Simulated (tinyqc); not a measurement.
Admittance spectroscopy of a deep trap: two steps of the calculation.

Schottky contact on an n-type layer with shallow donors Nd (all ionised) and a donor-like deep trap, neutral when filled and positive when empty; depletion approximation. Traps within lam of the depletion edge stay filled. The traps at xt = W - lam, where the level crosses the Fermi level, follow a slow signal and not a fast one. w = 2 pi f.

Parameters, values chosen for the exercise; material values close to those of gallium arsenide:
- eps_r = 12.8 (relative permittivity)
- Nc = 4.37e17 cm^-3 (conduction-band density of states at 300 K)
- vth = 4.4e7 cm/s (thermal velocity at 300 K)
- Nd = 2.1e15 cm^-3 (shallow donor density)
- Vbi = 0.76 V (built-in voltage)
- Et = 0.45 eV (depth of the trap below the conduction edge)
- sn = 4e-16 cm^2 (capture cross-section)
- Nt = 2.3e14 cm^-3 (trap density)
- Vr = 0 V (reverse bias)
- f = 48000 Hz (signal frequency)
- T = 433 K (temperature)

Constants: q = 1.602176634e-19 C, kB = 1.380649e-23 J/K, eps0 = 8.8541878128e-14 F/cm where lengths are in cm. Results are converted to the units shown.

Question 1. Widths and limiting capacitances. lam = sqrt(2 eps0 eps_r (EF - ET)/(q Nd)), EF - ET = Et - (kB T/q) ln(Nc(T)/Nd), Nc(T) = Nc (T/300 K)^1.5. In the steady state at the band bending V, 2 eps0 eps_r V/q = Nd W^2 + Nt (W - lam)^2 (the second term only if W > lam). V = Vbi + Vr. C_HF = eps0 eps_r/W, C_LF = eps0 eps_r (Nd + Nt)/(Nd W + Nt xt).

Find: lam; W; xt; C_HF; C_LF.

Answer 1.

lam = 393.9 nm
W = 708.0 nm
xt = 314.1 nm
C_HF = 16.01 nF/cm^2
C_LF = 16.94 nF/cm^2

The step is 5.81 % of C_HF.

Question 2. Admittance at the signal frequency. Emission rate en = sn vth(T) Nc(T) exp(-Et/kB T) = sn g T^2 exp(-Et/kB T), g = vth Nc/(300 K)^2, as vth goes as T^0.5 and Nc as T^1.5 (degeneracy factor 1). Inflection frequency w0 = 2 en [1 + Nt xt/(Nd W)]; C = C_HF + (C_LF - C_HF)/(1 + (w/w0)^2), G/w = (C_LF - C_HF)(w/w0)/(1 + (w/w0)^2).

W = 707.95429 nm
xt = 314.07596 nm
C_HF = 16.008605 nF/cm^2
C_LF = 16.938885 nF/cm^2

Give: en; w0/(2 pi); C; G/w.

Answer 2.

en = 92701 1/s
w0/(2 pi) = 30941 Hz
C = 16.282 nF/cm^2
G/w = 0.42364 nF/cm^2

The signal lies near the inflection, where the loss is largest.

Numbers from tinyqc (`OMP_NUM_THREADS=1 python tinyqc.py 2050139 2050140 out.jsonl`; about 0.01 s on one thread of a shared Intel Xeon 2.30GHz).
